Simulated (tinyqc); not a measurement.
Plane-wave Kohn-Sham cycle with exchange-only LDA in a layered model solid, step by step. One step of it, computed by the program tinyqc.

Problem. Iteration 1: potential. V_H(G) = 4 pi rho(G)/G^2 for G != 0 (uniform background); v_x = -(3 rho/pi)^(1/3); V = V_ext + V_H + v_x; Fourier components f(G_m) = (1/N) sum_j f(x_j) exp(-i G_m x_j).

A solid whose potential varies along x alone (atomic units):
```
parameter                      value
period a                    6.200000
cross-section of the cell  16.000000
electrons per cell                 4
grid points                       16
plane waves -n..n, n               2
k points                           3
V1 in V1 cos(2 pi x/a)     -0.430000
```

density at the start, on the grid x_j = j a/N (e/bohr^3): 0.04032258  0.04032258  0.04032258  0.04032258  0.04032258  0.04032258  0.04032258  0.04032258  0.04032258  0.04032258  0.04032258  0.04032258  0.04032258  0.04032258  0.04032258  0.04032258

Give: Potentials on the grid; V(G_m), m = 0, 1, 2, ....

Solution.

Potentials on the grid (hartree):
```
x         V_ext     V_H      v_x        V
0.0000  -0.4300  0.0000  -0.3377  -0.7677
0.3875  -0.3973  0.0000  -0.3377  -0.7349
0.7750  -0.3041  0.0000  -0.3377  -0.6417
1.1625  -0.1646  0.0000  -0.3377  -0.5022
1.5500        0  0.0000  -0.3377  -0.3377
1.9375   0.1646  0.0000  -0.3377  -0.1731
2.3250   0.3041  0.0000  -0.3377  -0.0336
2.7125   0.3973  0.0000  -0.3377   0.0596
3.1000   0.4300  0.0000  -0.3377   0.0923
3.4875   0.3973  0.0000  -0.3377   0.0596
3.8750   0.3041  0.0000  -0.3377  -0.0336
4.2625   0.1646  0.0000  -0.3377  -0.1731
4.6500        0  0.0000  -0.3377  -0.3377
5.0375  -0.1646  0.0000  -0.3377  -0.5022
5.4250  -0.3041  0.0000  -0.3377  -0.6417
5.8125  -0.3973  0.0000  -0.3377  -0.7349
```

V(G_m), m = 0, 1, 2, ... (hartree): -0.3377  -0.2150  0.0000  0.0000  0.0000
